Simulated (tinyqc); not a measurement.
Changing the eps_inf: single-oscillator infrared dielectric function of a polar cubic crystal. Computed by tinyqc, a small Python program. Command: `OMP_NUM_THREADS=1 python tinyqc.py 3002432 3002433 out.jsonl infrared sweep`. One thread of a shared host (Intel(R) Xeon(R) Processor @ 2.30GHz), about 0.01 s of CPU time with the checks.

One ion pair, charges +Z* and -Z*, in a cell of volume Omega = a^3/4. Frequencies omega are given as wavenumbers (1/cm); eps_s is the static dielectric constant.

Inputs (values chosen for the exercise, modelled on aluminium arsenide): lattice constant a = 5.661 angstrom; mass M_A = 26.98 u; mass M_B = 74.92 u; omega_TO = 360 1/cm; Born charge Z* = 2.18 e.

Structure: zinc blende. Free carriers: present.

Constants: nu for 1 eV/(angstrom^2 u) = 15.6333042 THz; 1 THz = 33.35640952 1/cm; e^2/(4 pi eps_0) = 14.39964548 eV angstrom.

Method. mu = M_A M_B/(M_A + M_B); ionic plasma term W^2 = 4 pi Z*^2 (e^2/(4 pi eps_0))/(Omega mu) in eV/(angstrom^2 u), turned into 1/cm by W = 15.6333042 x 33.35640952 x sqrt(W^2); omega_LO^2 = omega_TO^2 + W^2/eps_inf; eps_s = eps_inf + W^2/omega_TO^2; Szigeti charge 3 Z*/(eps_inf + 2); longitudinal (Callen) charge Z*/eps_inf.

One run for each value:
```
eps_inf  omega_LO (1/cm)   eps_s  Szigeti charge (e)  Callen charge (e)
1.8               523.45   3.806              1.7211             1.2111
2.7               475.26   4.706              1.3915             0.8074
4.0               441.11   6.006              1.0900             0.5450
6.0               415.84   8.006              0.8175             0.3633
9.0               398.10  11.006              0.5945             0.2422
13.0              386.77  15.006              0.4360             0.1677
20.0              377.62  22.006              0.2973             0.1090
30.0              371.84  32.006              0.2044             0.0727
```

What does the table show, and why?

Over the rows, omega_LO (1/cm) falls from 523 to 372 (exponent d ln y / d ln x -0.24 between the first rows and -0.038 between the last); eps_s rises from 3.81 to 32.0 (exponent d ln y / d ln x 0.52 between the first rows and 0.92 between the last); Szigeti charge (e) falls from 1.72 to 0.204 (exponent d ln y / d ln x -0.52 between the first rows and -0.92 between the last). Electronic screening divides omega_LO^2 - omega_TO^2 by eps_inf, while the ionic part of eps_s does not depend on it.
